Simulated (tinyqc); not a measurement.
# Schottky diode by thermionic emission with image-force lowering and series resistance: several studies

Metal on an n-type semiconductor with one parabolic valley; V > 0 is forward bias (metal positive). I = I0 [exp(Vj/(n Vt)) - 1] with Vj = V - I Rs; I0 = S A* T^2 exp(-(phi - dphi)/Vt), the lowering dphi taken at zero bias.

Parameters, values chosen for the exercise; band and dielectric values close to those of In0.53Ga0.47As: temperature T = 300 K; electron mass me = 0.0416 m0; relative permittivity eps_r = 13.8; barrier height seen from the metal phi = 0.4 eV; donor density Nd = 1.4e16 cm^-3; area S = 1.9e-5 cm^2; ideality factor n = 1.17; series resistance Rs = 3 ohm.

Constants: q = 1.602176634e-19 C, kB = 1.380649e-23 J/K, h = 6.62607015e-34 J s, m0 = 9.1093837015e-31 kg, Vt = kB T/q, eps0 = 8.8541878128e-14 F/cm where lengths are in cm. Results are converted to the units shown.

Each table varies one quantity; the others keep the values above.

## Effect of the doping on the lowering

A* = 4 pi q me m0 kB^2/h^3 (times 1e-4 for A/(cm^2 K^2)); Nc = 2 (2 pi me m0 kB T/h^2)^1.5 (times 1e-6 for cm^-3); xi = Vt ln(Nc/Nd), Vbi = phi - xi; surface field Em = sqrt(2 q Nd (Vbi - V - Vt)/(eps0 eps_r)); dphi = sqrt(q Em/(4 pi eps0 eps_r)). Here V = 0 in Em.

Results:
```
Nd (cm^-3)	Vbi (V)	Em (kV/cm)	dphi (meV)	I0 (A)
1.2e14	0.20660	2.3850	4.9886	1.9770e-6
5.9e14	0.24777	5.8597	7.8194	2.2057e-6
1.3e15	0.26819	9.0895	9.7388	2.3757e-6
2.9e15	0.28893	14.145	12.149	2.6079e-6
6.5e15	0.30980	22.000	15.151	2.9290e-6
1.5e16	0.33142	34.670	19.020	3.4019e-6
3.2e16	0.35101	52.237	23.347	4.0216e-6
```

Estimate the missing row, Nd = 2.6e14 cm^-3.

Computed row:
```
Nd (cm^-3)	Vbi (V)	Em (kV/cm)	dphi (meV)	I0 (A)
2.6e14	0.22659	3.6996	6.2132	2.0729e-6
```

With this row back in the table: dphi rises from 4.99 to 23.3 meV, as Nd^(0.28) (1/4 at fixed Vbi), and I0 grows by a factor of 2.03. Emission limits the current only if the drift velocity at the surface is well above A* T^2/(q Nc) = 1.32e7 cm/s; with a mobility of 11100 cm^2/(V s) it is less than three times that in 1 of the rows, where I0 is overstated.

## Soft saturation in reverse bias

Same model as above.

Here dphi follows the bias, J = -A* T^2 exp(-(phi - dphi(V))/Vt) [1 - exp(V/Vt)], without Rs.

Result of one run:
```
V (V)	Em (kV/cm)	dphi (meV)	J (A/cm^2)
-0.5	54.32	23.81	-0.2155
```

What becomes of these results when the applied bias V is changed from -0.5 to -0.2 V, all else the same?

Result of the changed run:
```
V (V)	Em (kV/cm)	dphi (meV)	J (A/cm^2)
-0.2	43.01	21.18	-0.1946
```

The whole series:
```
V (V)	Em (kV/cm)	dphi (meV)	J (A/cm^2)
-0.2	43.01	21.18	-0.1946
-0.5	54.32	23.81	-0.2155
-1	69.19	26.87	-0.2426
-2	91.97	30.98	-0.2843
-4	125.7	36.22	-0.3482
-7	163.8	41.34	-0.4245
-10	194.5	45.05	-0.4901
-15	237.0	49.73	-0.5874
```

dphi rises from 21.2 to 49.7 meV, as the square root of the field, and |J| grows by a factor of 3.02: the reverse current does not saturate. Tunnelling and generation are left out.

## Current against voltage

Same model as above.

The apparent ideality is (dV/d ln I)/Vt.

Current against voltage:
```
V (V)	I (A)	Vj (V)	apparent ideality
0.05	1.415e-5	0.04996	0.9473
0.1	8.740e-5	0.09974	1.137
0.15	4.537e-4	0.1486	1.214
0.21	0.002665	0.2020	1.478
0.26	0.008114	0.2357	2.111
0.31	0.01721	0.2584	3.166
0.36	0.02871	0.2739	4.502
0.42	0.04433	0.2870	6.314
0.47	0.05825	0.2953	7.929
0.52	0.07268	0.3020	9.604
```

Read the table: what changes, and by how much?

I rises from 1.41e-5 to 0.0727 A, and the apparent ideality rises from 0.947 to 9.60, against n = 1.17. It starts below n because the -1 in the diode law still counts there. From V = 0.31 V on, I Rs exceeds n Vt and the resistance bends the curve. In 5 of the 10 rows Vj is within 3 Vt of Vbi or past it, where the depletion layer is gone and the emission formula overstates the current.

Program tinyqc, `OMP_NUM_THREADS=1 python tinyqc.py 2640127 2640128 out.jsonl`; Intel Xeon 2.30GHz, shared host, one thread, about 0.01 s.
